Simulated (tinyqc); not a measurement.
## Long-channel MOSFET, surface-potential model: effect of the insulator thickness

n-channel transistor on a uniformly doped p-type body, gradual-channel approximation, constant mobility, Boltzmann statistics, full ionisation. Potentials are counted from the neutral body; V is the electron quasi-Fermi potential, Vsb at the source and Vsb + Vds at the drain. Charges are magnitudes per area.

ni = sqrt(Nc Nv) exp(-Eg/(2 Vt)), Eg in volts; phiF = Vt ln(Na/ni); Cox = eps0 eox/tox; gamma = sqrt(2 q eps0 eps_r Na)/Cox. The surface potential psi at channel potential V solves Vgs + Vsb - Vfb - psi = gamma sqrt(G), G = psi - Vt + Vt exp((psi - 2 phiF - V)/Vt). Charge sheet: Qi = Cox gamma [sqrt(G) - sqrt(psi - Vt)]; I = mu (W/L) [integral of Qi dpsi from psi_0 to psi_L (drift) + Vt (Qi0 - QiL) (diffusion)], with psi_0 at V = Vsb and psi_L at V = Vsb + Vds. VT = Vfb + 2 phiF + gamma sqrt(2 phiF + Vsb), m = 1 + gamma/(2 sqrt(2 phiF + Vsb)). The swing is 20 mV/log10[I(VT - 0.14 V)/I(VT - 0.16 V)] of the charge-sheet current at the given Vds.

Values chosen for this exercise; material values close to those of germanium: temperature T = 325 K; band gap Eg = 0.671 eV; relative permittivity of the semiconductor eps_r = 15.9; conduction-band density of states at T Nc = 1.17e19 cm^-3; valence-band density of states at T Nv = 6.79e18 cm^-3; acceptor density of the body Na = 8.8e17 cm^-3; relative permittivity of the gate insulator eox = 7.55; flat-band voltage Vfb = -0.59 V; channel mobility mu = 350 cm^2/(V s); gate width W = 2 um; gate length L = 2 um; source-body reverse bias Vsb = 1 V; gate-source voltage Vgs = 0.97 V; drain-source voltage Vds = 0.1 V.

Constants: q = 1.602176634e-19 C, kB = 1.380649e-23 J/K, Vt = kB T/q, eps0 = 8.8541878128e-14 F/cm where lengths are in cm. Results are converted to the units shown.

Result of one run:

| tox (nm) | gamma (V^0.5) | VT (V) | m | swing (mV/decade) | I at Vgs, Vds (uA) |
|---|---|---|---|---|---|
| 2.9 | 0.2733 | 0.2906 | 1.110 | 72.76 | 36.01 |

What becomes of these results when the insulator thickness tox is changed from 2.9 to 9.5 nm, all else the same?

Result of the changed run:

| tox (nm) | gamma (V^0.5) | VT (V) | m | swing (mV/decade) | I at Vgs, Vds (uA) |
|---|---|---|---|---|---|
| 9.5 | 0.8954 | 1.063 | 1.361 | 90.02 | 0.007904 |

The whole series:

| tox (nm) | gamma (V^0.5) | VT (V) | m | swing (mV/decade) | I at Vgs, Vds (uA) |
|---|---|---|---|---|---|
| 2.1 | 0.1979 | 0.1970 | 1.080 | 70.67 | 58.04 |
| 2.9 | 0.2733 | 0.2906 | 1.110 | 72.76 | 36.01 |
| 3.9 | 0.3676 | 0.4077 | 1.148 | 75.37 | 20.95 |
| 5.2 | 0.4901 | 0.5598 | 1.197 | 78.77 | 10.01 |
| 7 | 0.6598 | 0.7704 | 1.266 | 83.47 | 2.204 |
| 9.5 | 0.8954 | 1.063 | 1.361 | 90.02 | 0.007904 |

As tox goes from 2.1 to 9.5 nm, VT rises from 0.197 to 1.06 V, the swing rises from 70.7 to 90.0 mV a decade and the current falls from 58.0 to 0.00790 uA. The swing is 1.5 % above m Vt ln 10 in the first row and 2.6 % above it in the last. The gate voltage is below VT in 1 of the 6 rows. For tox = 2.1 to 7 nm the surface electron density at the source passes 0.3 Nc, where degeneracy and quantisation, left out here, matter.

Computed by the program tinyqc: `OMP_NUM_THREADS=1 python tinyqc.py 2360037 2360038 out.jsonl`, one thread of a shared Intel Xeon 2.30GHz, about 0.02 s for the whole run.
